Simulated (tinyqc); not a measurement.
From results back to parameters: free and nearly free electrons in a metal. Five cases, with inputs chosen for the exercise.

Problem. A free-electron metal with 4 atoms in the cubic cell and z electrons an atom has EF = c kF^2/m, (hbar omega_p)^2 = 8 pi c (e^2/(4 pi eps0)) n/m and kF = (3 pi^2 n)^(1/3), c = hbar^2/2m0.

Constants: hbar^2/2m0 = 3.80998211 eV angstrom^2; e^2/(4 pi eps0) = 14.39964547 eV angstrom.

Find: kF; m; z.

Method. (hbar omega_p)^2/EF = (8/(3 pi)) (e^2/(4 pi eps0)) kF gives kF; EF then gives m, and n = kF^3/(3 pi^2) gives z.

Case 1.

Values chosen (out of a larger set: near those of Cu, whose d bands this model ignores; not measured data): a = 3.65 angstrom (fcc lattice constant).

EF = 6.89696 eV
hbar omega_p = 10.64996 eV

Solution.

kF = 1.3454 1/angstrom
m = 1.00 m0
z = 1.00

Case 2.

Values chosen (out of a larger set: near those of Ca; not measured data): a = 5.548 angstrom (fcc lattice constant).

EF = 4.73868 eV
hbar omega_p = 8.03707 eV

Solution.

kF = 1.1152 1/angstrom
m = 1.00 m0
z = 2.00

Case 3.

Values chosen (out of a larger set: near those of Al; not measured data): a = 4.072 angstrom (fcc lattice constant).

EF = 11.52680 eV
hbar omega_p = 15.65439 eV

Solution.

kF = 1.7394 1/angstrom
m = 1.00 m0
z = 3.00

Case 4.

Values chosen (out of a larger set: near those of Ag, whose d bands this model ignores; not measured data): a = 4.078 angstrom (fcc lattice constant).

EF = 3.51924 eV
hbar omega_p = 7.19725 eV

Solution.

kF = 1.2042 1/angstrom
m = 1.57 m0
z = 1.00

Case 5.

Values chosen (out of a larger set: near those of Al; not measured data): a = 4.029 angstrom (fcc lattice constant).

EF = 11.77416 eV
hbar omega_p = 15.90567 eV

Solution.

kF = 1.7579 1/angstrom
m = 1.00 m0
z = 3.00

Computed by tinyqc, one run a case: `OMP_NUM_THREADS=1 python tinyqc.py N N+1 out.jsonl` with N = 1681290, 1681299, 1681317, 1681347, 1681378; one thread of a shared Intel(R) Xeon(R) Processor @ 2.30GHz, about 0.01 s a run at most.
